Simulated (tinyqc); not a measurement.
Polarisation charge from two barrier thicknesses.

Question. VT = phiB - dEc - q sigma d/(eps0 eps_r). Find sigma, phiB - dEc and the thickness at which VT = 0.

Inputs (values chosen for the exercise):
```
symbol,value,unit,meaning
eps_r,9,,relative permittivity of barrier and channel
```

Constants: q = 1.602176634e-19 C, eps0 = 8.8541878128e-14 F/cm where lengths are in cm. Results are converted to the units shown.

VT for d = 12 and 18 nm (V): [-3.6035542, -5.8042113]

Answer. VT is linear in d.

sigma = 1.824e13 cm^-2
phiB - dEc = 0.7978 V
thickness for VT = 0 = 2.175 nm

Program tinyqc, `OMP_NUM_THREADS=1 python tinyqc.py 2570135 2570136 out.jsonl`; Intel Xeon 2.30GHz, shared host, one thread, about 0.03 s.
